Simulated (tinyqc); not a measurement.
Empirical pseudopotential in a few plane waves, step by step. Computed by tinyqc, a small Python program that keeps every step. Settings: plane-wave index or count = 15. Command: `OMP_NUM_THREADS=1 python tinyqc.py 31552 31553 out.jsonl` (the two numbers bound the seeds that draw the settings). One thread of a shared host (Intel(R) Xeon(R) Processor @ 2.60GHz), about 0.2 s of CPU time with the checks.

## Bloch Hamiltonian at k

Parameters chosen for this model: fcc lattice, atoms at +/- a/8 (1,1,1); form factors in rydberg at |G|^2 in units of (2 pi/a)^2:
```
parameter,value,unit
a,5.770000,angstrom
VS(3),-0.194000,Ry
VS(8),0.009000,Ry
VS(11),0.043000,Ry
VA(3),0.049000,Ry
VA(4),0.086000,Ry
VA(11),0.004000,Ry
hbar^2/2m (2 pi/a)^2,4.517842,eV
```

k point k (2 pi / a): 0.3500  -0.0500  0.1700

Basis: the 15 shortest G (labels in 2 pi/a), the same at every k. H(G,G') = c |k + G|^2 delta + VS(|G-G'|^2) cos((G-G').tau) + i VA sin((G-G').tau), tau = a/8 (1,1,1); 1 Ry = 13.605693 eV.

H(k) at k (eV), lower triangle (Hermitian):
```
,+0+0+0,-1-1-1,-1-1+1,-1+1-1,-1+1+1,+1-1-1,+1-1+1,+1+1-1,+1+1+1,-2+0+0,+0-2+0,+0+0-2,+0+0+2,+0+2+0,+2+0+0
+0+0+0,0.6953
-1-1-1,1.8664-0.4714i,10.0021
-1-1+1,-1.8664-0.4714i,0.0000+1.1701i,13.0742
-1+1-1,-1.8664-0.4714i,0.0000+1.1701i,0.1225,9.0985
-1+1+1,-1.8664+0.4714i,-0.1225,0.0000+1.1701i,0.0000+1.1701i,12.1706
+1-1-1,-1.8664-0.4714i,0.0000+1.1701i,0.1225,0.1225,0.0000,16.3270
+1-1+1,-1.8664+0.4714i,-0.1225,0.0000+1.1701i,0.0000,0.1225,0.0000+1.1701i,19.3992
+1+1-1,-1.8664+0.4714i,-0.1225,0.0000,0.0000+1.1701i,0.1225,0.0000+1.1701i,0.1225,15.4235
+1+1+1,1.8664+0.4714i,0.0000,-0.1225,-0.1225,0.0000+1.1701i,-0.1225,0.0000+1.1701i,0.0000+1.1701i,18.4956
-2+0+0,0.0000-1.1701i,-1.8664+0.4714i,-1.8664-0.4714i,-1.8664-0.4714i,1.8664-0.4714i,0.4137-0.0385i,-0.4137-0.0385i,-0.4137-0.0385i,-0.4137+0.0385i,12.4417
+0-2+0,0.0000-1.1701i,-1.8664+0.4714i,-1.8664-0.4714i,0.4137-0.0385i,-0.4137-0.0385i,-1.8664-0.4714i,1.8664-0.4714i,-0.4137-0.0385i,-0.4137+0.0385i,0.1225,19.6702
+0+0-2,0.0000-1.1701i,-1.8664+0.4714i,0.4137-0.0385i,-1.8664-0.4714i,-0.4137-0.0385i,-1.8664-0.4714i,-0.4137-0.0385i,1.8664-0.4714i,-0.4137+0.0385i,0.1225,0.1225,15.6945
+0+0+2,0.0000+1.1701i,-0.4137-0.0385i,1.8664+0.4714i,-0.4137+0.0385i,-1.8664+0.4714i,-0.4137+0.0385i,-1.8664+0.4714i,0.4137+0.0385i,-1.8664-0.4714i,-0.1225,-0.1225,0.0000,21.8388
+0+2+0,0.0000+1.1701i,-0.4137-0.0385i,-0.4137+0.0385i,1.8664+0.4714i,-1.8664+0.4714i,-0.4137+0.0385i,0.4137+0.0385i,-1.8664+0.4714i,-1.8664-0.4714i,-0.1225,0.0000,-0.1225,0.1225,17.8631
+2+0+0,0.0000+1.1701i,-0.4137-0.0385i,-0.4137+0.0385i,-0.4137+0.0385i,0.4137+0.0385i,1.8664+0.4714i,-1.8664+0.4714i,-1.8664+0.4714i,-1.8664-0.4714i,0.0000,-0.1225,-0.1225,0.1225,0.1225,25.0916
```

## Levels at k

Diagonalise the Hermitian matrix.

eigenvalues (eV): -2.4501  6.8884  8.8603  9.4838  12.5657  13.3087  15.1363  15.2719  16.5672  18.2069  19.4400  20.6934  22.3908  23.8663  27.0563

## Bands along a path

The same steps at evenly spaced points between the labelled ones.

Bands along the path (eV), lowest eight:
```
k,band 1,band 2,band 3,band 4,band 5,band 6,band 7,band 8
L,-1.2187,3.8983,9.4208,9.4208,11.2691,14.2042,14.2042,16.3666
L-G 0.33,-1.9553,5.1315,9.4435,9.4435,11.3709,14.3732,14.3732,16.1776
L-G 0.67,-2.6706,7.4774,9.7709,9.7709,11.6884,14.4299,14.4672,14.4672
G,-2.9387,10.0183,10.0183,10.0183,10.2939,14.0453,14.0453,14.0453
G-X 0.33,-2.5807,7.5184,9.2114,9.2114,12.3004,13.1610,15.5006,15.5006
G-X 0.67,-1.6160,5.3966,8.2611,8.2611,10.5485,12.5802,17.9502,18.3006
X,-0.6050,4.1307,8.0331,8.0331,9.8156,12.0828,21.5950,21.5950
```

With 4 band(s) filled, the highest filled level on these points lies at G and the lowest empty one at X: the bands touch or overlap, so there is no gap. This holds for the small fixed basis; with all plane waves up to |k + G|^2 = 21 (2 pi/a)^2 the gap along the path is 0.22 eV.

## Convergence with the number of plane waves

Levels at G counted from the fourth one.

Levels (eV):
```
plane waves,level 1,level 5,level 8
9,-14.4007,0,2.3402
15,-12.9569,0.2756,4.0270
27,-12.3090,0.5392,4.2589
51,-12.0865,0.5252,4.3847
59,-12.0538,0.5530,4.2873
65,-12.0517,0.5546,4.2724
89,-12.0469,0.5568,4.2746
```
